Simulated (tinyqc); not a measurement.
Single-oscillator infrared dielectric function of a polar cubic crystal: one step, computed by the program tinyqc. Command: `OMP_NUM_THREADS=1 python tinyqc.py 3027266 3027267 out.jsonl infrared walk`. One thread of a shared host (Intel(R) Xeon(R) Processor @ 2.30GHz), about 0.01 s of CPU time with the checks.

One ion pair, charges +Z* and -Z*, in a cell of volume Omega = a^3/4. Frequencies omega are given as wavenumbers (1/cm); eps_s is the static dielectric constant.

Task: Optical constants at the probe frequency. eps(omega) = eps_inf + W^2/(omega_TO^2 - omega^2 - i gamma omega); n + i k = sqrt(eps) with k >= 0; R = |(n + i k - 1)/(n + i k + 1)|^2 at normal incidence from vacuum. omega is the probe ratio times omega_TO. Intensity decays over 1/(4 pi omega k); the loss function is Im(-1/eps).

Inputs (values chosen for the exercise, modelled on lead telluride):
```
quantity,value,unit
omega_TO,32.3,1/cm
eps_inf,33.6,-
phonon damping gamma,2.9,1/cm
probe frequency / omega_TO,1.38,-
```

Structure: rock salt. Free carriers: absent.

W = 647.1124 1/cm

Give: omega; Re eps; Im eps; n; k; reflectivity R; penetration depth of the intensity; loss function.

Result:

omega = 44.574 1/cm

Re eps = -402.0

Im eps = 59.68

n = 1.484

k = 20.11

reflectivity R = 0.9855

penetration depth of the intensity = 0.8880 micrometre

loss function = 3.613e-04

Re eps is negative: the wave is evanescent and the crystal reflects like a metal.
